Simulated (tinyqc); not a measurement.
Zero-field barrier from two thresholds.

Inverse problem. The photoemission threshold over an interface barrier is Phi = P0 - sqrt(q F/(4 pi eps0 ei)). Find P0 and ei.

Constants: q = 1.602176634e-19 C, eps0 = 8.8541878128e-14 F/cm where lengths are in cm. Results are converted to the units shown.

thresholds at F = 0.4 and 3.5 MV/cm (eV): 1.7466121  1.5245939

Solution. Phi is linear in sqrt(F): the intercept is P0 and the slope gives ei.

P0 = 1.860 eV
ei = 4.480

tinyqc, about 0.01 s, one thread, Intel Xeon 2.30GHz (shared host): `OMP_NUM_THREADS=1 python tinyqc.py 2410028 2410029 out.jsonl`
